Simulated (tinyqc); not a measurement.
Threshold-voltage variability of a planar MOSFET, analytic estimates: one step of the calculation.

Three independent sources add in quadrature: random dopants in the depleted layer, metal-gate grains of two orientations, and roughness of the two gate edges acting through the roll-off VT = VT(long) - Vr exp(-L/l). These are first-order estimates: no three-dimensional electrostatics, no percolation.

Question. Margin in standard deviations for the wanted yield. Cells fail independently with probability Q(k) = erfc(k/sqrt(2))/2 when the margin is k standard deviations, and Y = exp(-Nb Q(k)). phi = exp(-k^2/2)/sqrt(2 pi). Newton steps on ln Q(k) = ln(-ln(Y)/Nb): k(new) = k + [ln Q - ln(-ln(Y)/Nb)] Q/phi.

Inputs (values chosen for the exercise):
- Nb = 33554432 (number of cells)
- Y = 0.57 (wanted yield)

k at the start = 2

Give: Q(k); phi; k after iteration 1.

Answer.

Q(k) = 0.022750
phi = 0.053991
k after iteration 1 = 7.9504

tinyqc, about 0.01 s, one thread, Intel Xeon 2.30GHz (shared host): `OMP_NUM_THREADS=1 python tinyqc.py 2090031 2090032 out.jsonl`
